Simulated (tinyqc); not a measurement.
Worked calculation (part 2 of 2): UHF in the sto-3g basis, for BeH2, spin multiplicity 1. This run ends on a higher stationary point, not on the lowest solution. Computed by tinyqc, a small Python program that keeps every step (integrals from PySCF). Command: `OMP_NUM_THREADS=1 python tinyqc.py 21959 21960 out.jsonl` (the two numbers bound the seeds that draw the settings). One thread of a shared host (Intel(R) Xeon(R) Processor @ 2.60GHz), about 0.3 s of CPU time with the checks.

Geometry (angstrom):
```
atom         x          y         z
Be    0.000000   0.000000  0.000000
H     0.000000   1.861000  0.113000
H     0.000000  -1.942000  0.118000
```

## Iteration 2: building the Fock matrix

D(alpha) after iteration 1:
```
            1Be 1s     1Be 2s    1Be 2px    1Be 2py    1Be 2pz      2H 1s      3H 1s
1Be 1s    1.061235  -0.235675   0.025413  -0.016157  -0.015240  -0.027972  -0.024713
1Be 2s   -0.235675   0.909620  -0.097491   0.061421   0.057958   0.091414   0.079407
1Be 2px   0.025413  -0.097491   0.337301   0.403550  -0.006380   0.041875  -0.061157
1Be 2py  -0.016157   0.061421   0.403550   0.519102   0.003848   0.068542  -0.062206
1Be 2pz  -0.015240   0.057958  -0.006380   0.003848   0.003762   0.004850   0.004127
2H 1s    -0.027972   0.091414   0.041875   0.068542   0.004850   0.059438  -0.012729
3H 1s    -0.024713   0.079407  -0.061157  -0.062206   0.004127  -0.012729   0.055303
```

D(beta) after iteration 1:
```
            1Be 1s     1Be 2s    1Be 2px    1Be 2py    1Be 2pz      2H 1s      3H 1s
1Be 1s    1.061235  -0.235675  -0.025413  -0.016157  -0.015240  -0.027972  -0.024713
1Be 2s   -0.235675   0.909620   0.097491   0.061421   0.057958   0.091414   0.079407
1Be 2px  -0.025413   0.097491   0.337301  -0.403550   0.006380  -0.041875   0.061157
1Be 2py  -0.016157   0.061421  -0.403550   0.519102   0.003848   0.068542  -0.062206
1Be 2pz  -0.015240   0.057958   0.006380   0.003848   0.003762   0.004850   0.004127
2H 1s    -0.027972   0.091414  -0.041875   0.068542   0.004850   0.059438  -0.012729
3H 1s    -0.024713   0.079407   0.061157  -0.062206   0.004127  -0.012729   0.055303
```

core Hamiltonian H = T + V (hartree):
```
            1Be 1s     1Be 2s    1Be 2px    1Be 2py    1Be 2pz      2H 1s      3H 1s
1Be 1s   -8.422935  -2.076502   0.000000  -0.000758  -0.001081  -0.177590  -0.147547
1Be 2s   -2.076502  -2.651271   0.000000  -0.006427  -0.011009  -0.650646  -0.582653
1Be 2px   0.000000   0.000000  -2.141829   0.000000   0.000000   0.000000   0.000000
1Be 2py  -0.000758  -0.006427   0.000000  -2.264487  -0.000357  -0.779869   0.711181
1Be 2pz  -0.001081  -0.011009   0.000000  -0.000357  -2.142281  -0.047919  -0.043723
2H 1s    -0.177590  -0.650646   0.000000  -0.779869  -0.047919  -1.740189  -0.010779
3H 1s    -0.147547  -0.582653   0.000000   0.711181  -0.043723  -0.010779  -1.693144
```

nuclear repulsion = 2.36241703 hartree

Given earlier and not repeated: Two-electron integrals (ij|kl) in chemists' order.

J_ij = sum D_kl (ij|kl) with D = D(alpha) + D(beta), K_ij = sum D_kl (ik|jl) for each spin; F = H + J - K(s); E = tr D H + tr D J / 2 - 0.5 sum_s tr D(s) K(s) + E_nn.

Coulomb J (hartree):
```
           1Be 1s    1Be 2s   1Be 2px    1Be 2py   1Be 2pz     2H 1s      3H 1s
1Be 1s   6.721131  1.313526  0.000000   0.005191  0.004614  0.109926   0.090782
1Be 2s   1.313526  2.733842  0.000000   0.026418  0.023376  0.604146   0.524740
1Be 2px  0.000000  0.000000  2.725646   0.000000  0.000000  0.000000   0.000000
1Be 2py  0.005191  0.026418  0.000000   2.772321  0.000547  0.752581  -0.660360
1Be 2pz  0.004614  0.023376  0.000000   0.000547  2.693403  0.047687   0.042032
2H 1s    0.109926  0.604146  0.000000   0.752581  0.047687  1.797702   0.008371
3H 1s    0.090782  0.524740  0.000000  -0.660360  0.042032  0.008371   1.677077
```

exchange K(alpha) (hartree):
```
            1Be 1s     1Be 2s    1Be 2px    1Be 2py    1Be 2pz     2H 1s      3H 1s
1Be 1s    2.338841   0.413098  -0.001365   0.000985   0.000763  0.036625   0.030008
1Be 2s    0.413098   0.513332  -0.046770   0.033655   0.029758  0.158208   0.123352
1Be 2px  -0.001365  -0.046770   0.258018   0.182801  -0.002809  0.047123  -0.065225
1Be 2py   0.000985   0.033655   0.182801   0.383019   0.001979  0.150368  -0.117509
1Be 2pz   0.000763   0.029758  -0.002809   0.001979   0.116246  0.011363   0.008859
2H 1s     0.036625   0.158208   0.047123   0.150368   0.011363  0.178057   0.000985
3H 1s     0.030008   0.123352  -0.065225  -0.117509   0.008859  0.000985   0.141053
```

exchange K(beta) (hartree):
```
           1Be 1s    1Be 2s    1Be 2px    1Be 2py   1Be 2pz      2H 1s      3H 1s
1Be 1s   2.338841  0.413098   0.001365   0.000985  0.000763   0.036625   0.030008
1Be 2s   0.413098  0.513332   0.046770   0.033655  0.029758   0.158208   0.123352
1Be 2px  0.001365  0.046770   0.258018  -0.182801  0.002809  -0.047123   0.065225
1Be 2py  0.000985  0.033655  -0.182801   0.383019  0.001979   0.150368  -0.117509
1Be 2pz  0.000763  0.029758   0.002809   0.001979  0.116246   0.011363   0.008859
2H 1s    0.036625  0.158208  -0.047123   0.150368  0.011363   0.178057   0.000985
3H 1s    0.030008  0.123352   0.065225  -0.117509  0.008859   0.000985   0.141053
```

F(alpha) (hartree):
```
            1Be 1s     1Be 2s    1Be 2px    1Be 2py    1Be 2pz      2H 1s      3H 1s
1Be 1s   -4.040644  -1.176074   0.001365   0.003449   0.002770  -0.104288  -0.086773
1Be 2s   -1.176074  -0.430762   0.046770  -0.013665  -0.017391  -0.204708  -0.181265
1Be 2px   0.001365   0.046770   0.325800  -0.182801   0.002809  -0.047123   0.065225
1Be 2py   0.003449  -0.013665  -0.182801   0.124814  -0.001789  -0.177656   0.168330
1Be 2pz   0.002770  -0.017391   0.002809  -0.001789   0.434876  -0.011595  -0.010550
2H 1s    -0.104288  -0.204708  -0.047123  -0.177656  -0.011595  -0.120544  -0.003393
3H 1s    -0.086773  -0.181265   0.065225   0.168330  -0.010550  -0.003393  -0.157120
```

F(beta) (hartree):
```
            1Be 1s     1Be 2s    1Be 2px    1Be 2py    1Be 2pz      2H 1s      3H 1s
1Be 1s   -4.040644  -1.176074  -0.001365   0.003449   0.002770  -0.104288  -0.086773
1Be 2s   -1.176074  -0.430762  -0.046770  -0.013665  -0.017391  -0.204708  -0.181265
1Be 2px  -0.001365  -0.046770   0.325800   0.182801  -0.002809   0.047123  -0.065225
1Be 2py   0.003449  -0.013665   0.182801   0.124814  -0.001789  -0.177656   0.168330
1Be 2pz   0.002770  -0.017391  -0.002809  -0.001789   0.434876  -0.011595  -0.010550
2H 1s    -0.104288  -0.204708   0.047123  -0.177656  -0.011595  -0.120544  -0.003393
3H 1s    -0.086773  -0.181265  -0.065225   0.168330  -0.010550  -0.003393  -0.157120
```

total energy of this density = -14.74351009 hartree

This density is a damped mixture and is not idempotent.

## Iteration 2: diagonalisation and new density

X:
```
            1Be 1s     1Be 2s   1Be 2px    1Be 2py    1Be 2pz      2H 1s      3H 1s
1Be 1s    1.027972  -0.144271  0.000000  -0.000857  -0.000672   0.018743   0.017489
1Be 2s   -0.144271   1.086963  0.000000   0.007799   0.004660  -0.155354  -0.137444
1Be 2px   0.000000   0.000000  1.000000   0.000000   0.000000   0.000000   0.000000
1Be 2py  -0.000857   0.007799  0.000000   1.106508   0.000554  -0.211430   0.192612
1Be 2pz  -0.000672   0.004660  0.000000   0.000554   1.000360  -0.011966  -0.010762
2H 1s     0.018743  -0.155354  0.000000  -0.211430  -0.011966   1.090087  -0.025856
3H 1s     0.017489  -0.137444  0.000000   0.192612  -0.010762  -0.025856   1.074600
```

overlap S:
```
           1Be 1s    1Be 2s   1Be 2px    1Be 2py   1Be 2pz     2H 1s      3H 1s
1Be 1s   1.000000  0.259517  0.000000   0.000000  0.000000  0.021860   0.018167
1Be 2s   0.259517  1.000000  0.000000   0.000000  0.000000  0.271443   0.247518
1Be 2px  0.000000  0.000000  1.000000   0.000000  0.000000  0.000000   0.000000
1Be 2py  0.000000  0.000000  0.000000   1.000000  0.000000  0.354489  -0.328372
1Be 2pz  0.000000  0.000000  0.000000   0.000000  1.000000  0.021525   0.019953
2H 1s    0.021860  0.271443  0.000000   0.354489  0.021525  1.000000   0.002903
3H 1s    0.018167  0.247518  0.000000  -0.328372  0.019953  0.002903   1.000000
```

A level shift of 0.5 hartree raises the virtual space: F + shift (S - S D(s) S), with D(s) the density of one spin. Diagonalise F' = X^T F X, C = X C', fill 3 alpha and 3 beta electrons from the bottom; D(s) = C_occ C_occ^T; the new density keeps 0.5 of the old one (damping). Each column has its largest component positive (the first on a tie).

F' = X^T F X (alpha) (hartree):
```
           1          2          3          4          5          6          7
1  -3.933642  -0.667536  -0.011119   0.008030   0.007393   0.033440   0.033944
2  -0.667536  -0.046951   0.094725  -0.032169  -0.038785  -0.286766  -0.238143
3  -0.011119   0.094725   0.657149  -0.383888   0.006018  -0.072030   0.099728
4   0.008030  -0.032169  -0.383888   0.528816  -0.002867  -0.326065   0.288413
5   0.007393  -0.038785   0.006018  -0.002867   0.933630  -0.021483  -0.018479
6   0.033440  -0.286766  -0.072030  -0.326065  -0.021483   0.432483  -0.021183
7   0.033944  -0.238143   0.099728   0.288413  -0.018479  -0.021183   0.381117
```

orbital energies (alpha) (hartree): MO1 -4.045154, MO2 -0.193677, MO3 -0.121372, MO4 0.596738, MO5 0.712749, MO6 0.935760, MO7 1.067557

coefficients C (alpha):
```
               MO1        MO2        MO3        MO4        MO5        MO6        MO7
1Be 1s    0.990155  -0.247696  -0.006584   0.147862   0.119196   0.008763   0.015709
1Be 2s    0.036367   0.800272   0.020012  -0.604718  -0.484877  -0.023781  -0.043585
1Be 2px  -0.001015  -0.096152   0.420803   0.388727  -0.574409   0.000875  -0.576735
1Be 2py  -0.000533   0.013370   0.557101   0.217279  -0.356792   0.014300   0.906073
1Be 2pz  -0.000106   0.038563   0.001416  -0.010319   0.001492   0.999626  -0.012321
2H 1s    -0.003635   0.286992   0.346895   0.290473   0.868465  -0.041179  -0.463978
3H 1s    -0.004121   0.277660  -0.354439   0.904961  -0.115526  -0.018094   0.420095
```

F' = X^T F X (beta) (hartree):
```
           1          2          3          4          5          6          7
1  -3.933642  -0.667536   0.011119   0.008030   0.007393   0.033440   0.033944
2  -0.667536  -0.046951  -0.094725  -0.032169  -0.038785  -0.286766  -0.238143
3   0.011119  -0.094725   0.657149   0.383888  -0.006018   0.072030  -0.099728
4   0.008030  -0.032169   0.383888   0.528816  -0.002867  -0.326065   0.288413
5   0.007393  -0.038785  -0.006018  -0.002867   0.933630  -0.021483  -0.018479
6   0.033440  -0.286766   0.072030  -0.326065  -0.021483   0.432483  -0.021183
7   0.033944  -0.238143  -0.099728   0.288413  -0.018479  -0.021183   0.381117
```

orbital energies (beta) (hartree): MO1 -4.045154, MO2 -0.193677, MO3 -0.121372, MO4 0.596738, MO5 0.712749, MO6 0.935760, MO7 1.067557

coefficients C (beta):
```
               MO1        MO2        MO3        MO4        MO5        MO6        MO7
1Be 1s    0.990155  -0.247696  -0.006584   0.147862   0.119196   0.008763   0.015709
1Be 2s    0.036367   0.800272   0.020012  -0.604718  -0.484877  -0.023781  -0.043585
1Be 2px   0.001015   0.096152  -0.420803  -0.388727   0.574409  -0.000875   0.576735
1Be 2py  -0.000533   0.013370   0.557101   0.217279  -0.356792   0.014300   0.906073
1Be 2pz  -0.000106   0.038563   0.001416  -0.010319   0.001492   0.999626  -0.012321
2H 1s    -0.003635   0.286992   0.346895   0.290473   0.868465  -0.041179  -0.463978
3H 1s    -0.004121   0.277660  -0.354439   0.904961  -0.115526  -0.018094   0.420095
```

D(alpha) after iteration 2:
```
            1Be 1s     1Be 2s    1Be 2px    1Be 2py    1Be 2pz      2H 1s      3H 1s
1Be 1s    1.051520  -0.199011   0.022727  -0.011832  -0.012453  -0.052471  -0.047618
1Be 2s   -0.199011   0.775889  -0.083028   0.041625   0.044422   0.163948   0.147184
1Be 2px   0.022727  -0.083028   0.261811   0.318347  -0.004746   0.080129  -0.118500
1Be 2py  -0.011832   0.041625   0.318347   0.414821   0.002576   0.132819  -0.127975
1Be 2pz  -0.012453   0.044422  -0.004746   0.002576   0.002626   0.008204   0.007166
2H 1s    -0.052471   0.163948   0.080129   0.132819   0.008204   0.131076  -0.027990
3H 1s    -0.047618   0.147184  -0.118500  -0.127975   0.007166  -0.027990   0.129021
```

D(beta) after iteration 2:
```
            1Be 1s     1Be 2s    1Be 2px    1Be 2py    1Be 2pz      2H 1s      3H 1s
1Be 1s    1.051520  -0.199011  -0.022727  -0.011832  -0.012453  -0.052471  -0.047618
1Be 2s   -0.199011   0.775889   0.083028   0.041625   0.044422   0.163948   0.147184
1Be 2px  -0.022727   0.083028   0.261811  -0.318347   0.004746  -0.080129   0.118500
1Be 2py  -0.011832   0.041625  -0.318347   0.414821   0.002576   0.132819  -0.127975
1Be 2pz  -0.012453   0.044422   0.004746   0.002576   0.002626   0.008204   0.007166
2H 1s    -0.052471   0.163948  -0.080129   0.132819   0.008204   0.131076  -0.027990
3H 1s    -0.047618   0.147184   0.118500  -0.127975   0.007166  -0.027990   0.129021
```

## Convergence

Stop when the energy changes by less than 1e-10 hartree and every element of the error matrix X^T (F D S - S D F) X (for each spin) is below 3e-06.

Course of the cycle:
```
iteration   E (hartree)     change  largest element of the error matrix
1          -14.44598322          -                             1.51e-01
2          -14.74351009  -2.98e-01                             1.42e-01
3          -14.98175065  -2.38e-01                             1.17e-01
4          -15.13989015  -1.58e-01                             9.02e-02
5          -15.23635155  -9.65e-02                             7.23e-02
6          -15.29341136  -5.71e-02                             5.82e-02
7          -15.32716640  -3.38e-02                             4.77e-02
8          -15.34754571  -2.04e-02                             3.98e-02
9          -15.36027973  -1.27e-02                             3.39e-02
10         -15.36858336  -8.30e-03                             2.93e-02
11         -15.37424702  -5.66e-03                             2.57e-02
12         -15.37827534  -4.03e-03                             2.27e-02
13         -15.38124356  -2.97e-03                             2.02e-02
14         -15.38349166  -2.25e-03                             1.80e-02
...                 ...        ...                                  ...
65         -15.39207464  -4.30e-08                             9.38e-05
66         -15.39207467  -3.50e-08                             8.48e-05
67         -15.39207470  -2.85e-08                             7.66e-05
68         -15.39207472  -2.32e-08                             6.92e-05
69         -15.39207474  -1.89e-08                             6.25e-05
70         -15.39207476  -1.54e-08                             5.65e-05
71         -15.39207477  -1.25e-08                             5.11e-05
72         -15.39207478  -1.02e-08                             4.62e-05
73         -15.39207479  -8.31e-09                             4.17e-05
74         -15.39207479  -6.78e-09                             3.77e-05
75         -15.39207480  -5.52e-09                             3.41e-05
76         -15.39207481  -4.50e-09                             3.08e-05
77         -15.39207481  -3.67e-09                             2.79e-05
78         -15.39207481  -2.99e-09                             2.52e-05
```

PySCF UHF in the same basis, after a stability check = -15.39369025 hartree

Not converged within the cap of 78 iterations: the residual falls steadily but slowly, by a factor of about 0.90 a step. Reruns (cap 100 unless said): DIIS 8: converged in 11 to a higher stationary point; level shift 0.5: converged in 48 to a higher stationary point; atomic densities as start, DIIS 8: converged in 8 to a higher stationary point; the original settings with a cap of 400: converged in 100 to a higher stationary point.
